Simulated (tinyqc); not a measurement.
Time-dependent dielectric breakdown: cell percolation, Weibull statistics, area scaling and voltage extrapolation. Which input was changed? Computed by tinyqc, a small Python program. Command: `OMP_NUM_THREADS=1 python tinyqc.py 3007840 3007841 out.jsonl tddb which`. One thread of a shared host (Intel(R) Xeon(R) Processor @ 2.30GHz), about 0.03 s of CPU time with the checks.

The oxide is divided into columns of area a^2, each holding m = t_ox/a cells (m is taken as continuous). A share lambda(t) = (t/t_1)^alpha of the cells is defective, and a column whose cells are all defective breaks down.

Inputs (values chosen for the exercise, for a model gate oxide):
```
quantity,value,unit
oxide thickness t_ox,4.6,nm
defect cell size a,1.6,nm
exponent alpha of defect growth,0.9,-
time t_1 at which the occupied share would reach 1,37000,s
test area A,100,um^2
product area A_u,100000,um^2
stress voltage V,5.64,V
use voltage V_u,3.8,V
local exponent n = -d ln t/d ln V at the stress voltage,26,-
activation energy E_a,0.56,eV
stress temperature T,175,C
use temperature T_u,100,C
allowed failure fraction F,0.01,-
```

Voltage law used: E.

Constants: k_B = 8.617333262e-05 eV/K.

Method:
- Failure fraction F = 1 - (1 - lambda^m)^N with N = A/a^2 columns, which for small lambda^m is 1 - exp(-(t/t63)^beta) with beta = alpha m and t63 = t_1 N^(-1/beta); critical share lambda(t63) = N^(-1/m). 1 um^2 = 1e6 nm^2.
- All three voltage laws share the slope n at the stress voltage. Factor t(V_u)/t(V): E law exp(n (1 - V_u/V)); 1/E law exp(n (V/V_u - 1)); power law (V/V_u)^n.
- Temperatures in kelvin are T(C) + 273.15.
- Temperature factor exp[(E_a/k_B)(1/T_u - 1/T)]; area factor (A/A_u)^(1/beta); percentile factor (-ln(1 - F))^(1/beta); life = t63 x all four; 1 year = 3.15576e7 s.

Question. One of these inputs alone was changed, within the range given: oxide thickness t_ox (2.3 to 9.2); defect cell size a (0.8 to 3.2); test area A (50 to 200); use voltage V_u (1.9 to 7.6). Which one, and to what value?

Results:
```
run,projected life (years),characteristic life t63 (s),area factor
before,0.001422754,43.0713,0.0692755
after,0.008939708,124.2696,0.1105295
```

Answer.

Each candidate set to reproduce projected life, and what it then gives:
```
candidate,range searched,value needed,characteristic life t63 (s),area factor
oxide thickness t_ox (nm),2.3 to 9.2,5.503,130.47,0.10735
defect cell size a (nm),0.8 to 3.2,1.320,124.27,0.11053
test area A (um^2),50 to 200,no effect,-,-
use voltage V_u (V),1.9 to 7.6,3.401,43.07,0.06928
```

Only defect cell size a fits every result: it went from 1.6 to 1.32 nm. The next best candidate, oxide thickness t_ox, misses one result by 5.0 %.

Caution: t_1 is an input here; in a real oxide it changes with thickness at fixed voltage.
